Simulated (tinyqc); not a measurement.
Worked calculation: tight binding, honeycomb lattice. One step of it, computed by the program tinyqc.

Problem. Levels at k. Diagonalise the Hermitian matrix.

H(k) at k (eV), order A, B:
```
[[2.237405, -5.948019+1.917555i],
 [-5.948019-1.917555i, -2.374221]]
```

Give: eigenvalues; weights |c|^2 of the basis functions.

Solution.

eigenvalues (eV): [-6.7297, 6.5929]

weights |c|^2 of the basis functions, order A, B:
```
[[0.3269, 0.6731],
 [0.6731, 0.3269]]
```
